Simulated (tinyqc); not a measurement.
## Scattering mobility, thermal velocity and mass from two apparent mobilities

Inverse problem. 1/mu_app = 1/mu_0 + 1/mu_B with the ballistic mobility mu_B = vT L/(2 Vt) and vT = sqrt(2 kB T/(pi m)) (non-degenerate carriers); the mean free path is 2 Vt mu_0/vT. Find mu_0, vT, m and the mean free path.

Inputs (values chosen for the exercise):
```
symbol,value,unit,meaning
T,350,K,temperature
```

Constants: q = 1.602176634e-19 C, kB = 1.380649e-23 J/K, m0 = 9.1093837015e-31 kg, Vt = kB T/q. Results are converted to the units shown.

apparent mobility at L = 15 and 400 nm (cm^2/(V s)): [320.16976, 3987.1467]

Answer. 1/mu_app is linear in 1/L: the slope is 2 Vt/vT and the intercept 1/mu_0.

mu_0 = 7200 cm^2/(V s)
vT = 1.347e7 cm/s
m = 0.1860 m0
mean free path = 322.3 nm

tinyqc, about 0.01 s, one thread, Intel Xeon 2.30GHz (shared host): `OMP_NUM_THREADS=1 python tinyqc.py 2380017 2380018 out.jsonl`
